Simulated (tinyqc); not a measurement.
Capacitance of parallel on-chip lines from Laplace's equation on a mesh: two steps of the calculation.

Cross-section of an endless row of equal lines between two grounded planes; neighbours are driven in antiphase (+1 V and -1 V), so the plane midway between two lines is at 0 V. By symmetry one quarter is solved: x runs from the centre of a line (column 0, mirror) to that midplane (column 5, 0 V), y from the mid-height of the line (row 0, mirror) to the ground plane (row 4, 0 V). The line fills columns 0 to 2 and rows 0 to 1 at 1 V. Cells beside the line (below row 1) have e2, cells above have e1. Each link between nodes has the conductance g = mean permittivity of the two cells beside it (a cell beyond a mirror counts as 0), and the free nodes obey sum g (V_neighbour - V) = 0.

Parameters, values chosen for the exercise:
```
symbol  value  unit                                          meaning
e1        2.4        relative permittivity above and below the lines
e2        2.7                relative permittivity between the lines
om          1                                 over-relaxation factor
```

Constants: eps0 = 8.8541878128e-12 F/m. Results are converted to the units shown.

Question 1. Relaxation sweep. One sweep visits the free nodes row by row from row 0, left to right, and replaces V by V + om (weighted mean of the neighbours - V), using new values at once.

V after sweep 1 (V):

|  | col 0 | col 1 | col 2 | col 3 | col 4 | col 5 |
|---|---|---|---|---|---|---|
| row 0 | 1.0000000 | 1.0000000 | 1.0000000 | 0.2500000 | 0.0625000 | 0.0000000 |
| row 1 | 1.0000000 | 1.0000000 | 1.0000000 | 0.3161765 | 0.0955882 | 0.0000000 |
| row 2 | 0.2500000 | 0.3125000 | 0.3281250 | 0.1610754 | 0.0641659 | 0.0000000 |
| row 3 | 0.0625000 | 0.0937500 | 0.1054688 | 0.0666360 | 0.0327005 | 0.0000000 |
| row 4 | 0.0000000 | 0.0000000 | 0.0000000 | 0.0000000 | 0.0000000 | 0.0000000 |

gx:

|  | col 0 | col 1 | col 2 | col 3 | col 4 |
|---|---|---|---|---|---|
| row 0 | 1.35 | 1.35 | 1.35 | 1.35 | 1.35 |
| row 1 | 2.55 | 2.55 | 2.55 | 2.55 | 2.55 |
| row 2 | 2.4 | 2.4 | 2.4 | 2.4 | 2.4 |
| row 3 | 2.4 | 2.4 | 2.4 | 2.4 | 2.4 |
| row 4 | 1.2 | 1.2 | 1.2 | 1.2 | 1.2 |

gy:

|  | col 0 | col 1 | col 2 | col 3 | col 4 | col 5 |
|---|---|---|---|---|---|---|
| row 0 | 1.35 | 2.7 | 2.7 | 2.7 | 2.7 | 1.35 |
| row 1 | 1.2 | 2.4 | 2.4 | 2.4 | 2.4 | 1.2 |
| row 2 | 1.2 | 2.4 | 2.4 | 2.4 | 2.4 | 1.2 |
| row 3 | 1.2 | 2.4 | 2.4 | 2.4 | 2.4 | 1.2 |

Give: V after sweep 2.

Answer 1.

V after sweep 2 (V):

|  | col 0 | col 1 | col 2 | col 3 | col 4 | col 5 |
|---|---|---|---|---|---|---|
| row 0 | 1.000 | 1.000 | 1.000 | 0.424 | 0.154 | 0.000 |
| row 1 | 1.000 | 1.000 | 1.000 | 0.424 | 0.162 | 0.000 |
| row 2 | 0.422 | 0.461 | 0.432 | 0.247 | 0.110 | 0.000 |
| row 3 | 0.152 | 0.180 | 0.170 | 0.112 | 0.056 | 0.000 |
| row 4 | 0.000 | 0.000 | 0.000 | 0.000 | 0.000 | 0.000 |

Question 2. Capacitance per length. C = 4 eps0 sum g (difference of V)^2 over all links (twice the energy of the four quarters, line at 1 V). Plate estimate without fringing: eps0 [2 e1 w/hd + 2 e2 t/(s/2)], w = 4 hx, t = 2 hx, s/2 = 3 hx, hd = 3 hx.

converged V (V):

|  | col 0 | col 1 | col 2 | col 3 | col 4 | col 5 |
|---|---|---|---|---|---|---|
| row 0 | 1.0000000 | 1.0000000 | 1.0000000 | 0.5993252 | 0.2776290 | 0.0000000 |
| row 1 | 1.0000000 | 1.0000000 | 1.0000000 | 0.5598359 | 0.2555954 | 0.0000000 |
| row 2 | 0.6404503 | 0.6260437 | 0.5645220 | 0.3709917 | 0.1791224 | 0.0000000 |
| row 3 | 0.3097138 | 0.2992026 | 0.2610528 | 0.1804867 | 0.0899023 | 0.0000000 |
| row 4 | 0.0000000 | 0.0000000 | 0.0000000 | 0.0000000 | 0.0000000 | 0.0000000 |

gx:

|  | col 0 | col 1 | col 2 | col 3 | col 4 |
|---|---|---|---|---|---|
| row 0 | 1.35 | 1.35 | 1.35 | 1.35 | 1.35 |
| row 1 | 2.55 | 2.55 | 2.55 | 2.55 | 2.55 |
| row 2 | 2.4 | 2.4 | 2.4 | 2.4 | 2.4 |
| row 3 | 2.4 | 2.4 | 2.4 | 2.4 | 2.4 |
| row 4 | 1.2 | 1.2 | 1.2 | 1.2 | 1.2 |

gy:

|  | col 0 | col 1 | col 2 | col 3 | col 4 | col 5 |
|---|---|---|---|---|---|---|
| row 0 | 1.35 | 2.7 | 2.7 | 2.7 | 2.7 | 1.35 |
| row 1 | 1.2 | 2.4 | 2.4 | 2.4 | 2.4 | 1.2 |
| row 2 | 1.2 | 2.4 | 2.4 | 2.4 | 2.4 | 1.2 |
| row 3 | 1.2 | 2.4 | 2.4 | 2.4 | 2.4 | 1.2 |

Wanted: C; plate estimate.

Answer 2.

C = 143.0 aF/um
plate estimate = 88.54 aF/um

Numbers from tinyqc (`OMP_NUM_THREADS=1 python tinyqc.py 2790194 2790195 out.jsonl`; about 1 s on one thread of a shared Intel Xeon 2.30GHz).
